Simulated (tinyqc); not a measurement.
# Body thickness for a wanted scale length

Inverse problem. A double-gate structure has tan(pi ti/Lambda) tan(pi ts/(2 Lambda)) = ei/eps_r, both angles below pi/2. Find ts.

Inputs (values chosen for the exercise); permittivities: semiconductor made up, insulator close to that of silicon nitride: relative permittivity of the semiconductor eps_r = 17.3; relative permittivity of the insulator ei = 7.17; insulator thickness ti = 2.4 nm.

Lambda = 19.312925 nm

Solution. The condition is explicit in ts: an arctangent, taken between 0 and pi/2.

ts = 9.700 nm

Program tinyqc, `OMP_NUM_THREADS=1 python tinyqc.py 2420039 2420040 out.jsonl`; Intel Xeon 2.30GHz, shared host, one thread, about 0.01 s.
